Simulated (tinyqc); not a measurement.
Five-level k.p model folded onto the conduction band, step by step. Values are carried at full precision from step to step, so a last printed digit may differ when a step is redone from the rounded ones.

Second-order sums for the lowest conduction level at E: 1/m = 1 + Cm + (Ep/3)(2/E + 1/(E + Dso)) - (Ep2/3)(2/(E7 + D2 - E) + 1/(E7 - E)); g/2 = 1 + Cg - (Ep/3)(1/E - 1/(E + Dso)) - (Ep2/3)(1/(E7 - E) - 1/(E7 + D2 - E)). E is counted from the top of the valence band; E = Eg at the edge.

Constants: hbar^2/2m0 = 3.80998211 eV angstrom^2.

Inputs chosen for the exercise (near those of GaAs; not measured data): Eg = 1.433 eV (gap at Gamma to the s-like level); Dso = 0.344 eV (spin-orbit splitting); Ep = 24.9 eV (Kane energy); E7 = 4.48 eV (upper Gamma7 conduction level, from the valence top); D2 = 0.17 eV (its spin-orbit splitting, Gamma8 above Gamma7); Ep2 = 6.4 eV (Kane energy to the upper levels); Cm = -0.5 (remote term in 1/m); Cg = -0.02 (remote term in g/2); k = 0.038 1/angstrom (wave vector along z).

## Mass and g factor term by term

Evaluate at E = Eg.

Terms:

| level | part of 1/m | part of g |
|---|---|---|
| free + remote | 0.5000 | 1.9600 |
| Gamma8 valence | 11.5841 | -11.5841 |
| Gamma7 valence | 4.6708 | 9.3416 |
| Gamma8 upper | -1.3263 | 1.3263 |
| Gamma7 upper | -0.7001 | -1.4003 |

m = 0.0679 m0
g = -0.356

The valence levels give 16.25 to 1/m and the upper levels take 2.03 away. In g the two valence terms nearly cancel when Dso is small against Eg; here Dso/Eg = 0.24 and they leave -2.243, the upper pair -0.074. This nearly cancels the free value 2, so 5 % in Ep moves g by about 0.1.

## The matrix at one k

For k along z and one spin sector the level c couples to four states. With c0 = hbar^2/2m0, P = sqrt(Ep c0), P2 = sqrt(Ep2 c0): diagonal Eg + (1 + Cm) c0 k^2 for c, and 0, -Dso, E7 + D2, E7 for lh, so, G8 up, G7 up (their own dispersion is left out); couplings of c: sqrt(2/3) P k to lh, sqrt(1/3) P k to so, sqrt(2/3) P2 k to G8 up, sqrt(1/3) P2 k to G7 up (phases chosen real).

Fill in the matrix.

H (eV), lower triangle:
```
             c  lh        so    G8 up    G7 up
c      1.43575
lh     0.30220   0
so     0.21369   0  -0.34400
G8 up  0.15321   0         0  4.65000
G7 up  0.10834   0         0        0  4.48000
```

## Exact folding onto c

Solve E = H_cc + S(E), S(E) = sum_j H_cj^2/(E - H_jj), from E = H_cc, by plain substitution and by Newton steps on E - H_cc - S(E). The weight of c in the state is Z = 1/(1 - dS/dE). The exact level is the third eigenvalue of H from below.

Iterates (eV):

| step | substitution | Newton |
|---|---|---|
| 0 | 1.43575 | 1.43575 |
| 1 | 1.51386 | 1.50928 |
| 2 | 1.50921 | 1.50946 |
| 3 | 1.50948 | 1.50946 |
| 4 | 1.50946 | 1.50946 |
| 5 | 1.50946 | 1.50946 |
| 6 | 1.50946 | 1.50946 |
| 7 | 1.50946 | 1.50946 |

exact level = 1.50946 eV
Z = 0.9460

Substitution multiplies the error by about dS/dE = 1 - 1/Z = -0.057 a step, so it alternates; after 7 steps it is off by 1.5e-10 eV, while Newton is within 1e-5 eV from step 2 on.

## Loewdin series

Expanding E = H_cc + S(E) about Eg in powers of k^2, with s_n = sum_j H_cj^2/(Eg - H_jj)^n: order k^2: e2 = (1 + Cm) c0 k^2 + s1; order k^4: e4 = -s2 e2; order k^6: e6 = s3 e2^2 + s2^2 e2.

Give each order and the partial sums, counted from Eg.

s1 (eV), s2 (no unit), s3 (1/eV); (1 + Cm) c0 k^2 is H_cc - Eg: 0.07828  0.06247  0.03805

e2, e4, e6 (eV): 0.08103  -0.00506  0.00057

partial sums (eV): 0.08103  0.07597  0.07653

The exact value is 0.07646 eV; the errors of the partial sums are +4.57, -0.50 and +0.07 meV.

## Checks

- Curvature of the exact level at small k against the sum for 1/m: both 14.728.

Program tinyqc; command `OMP_NUM_THREADS=1 python tinyqc.py 1050035 1050036 out.jsonl`; about 0.01 s on one thread of a shared Intel(R) Xeon(R) Processor @ 2.30GHz.
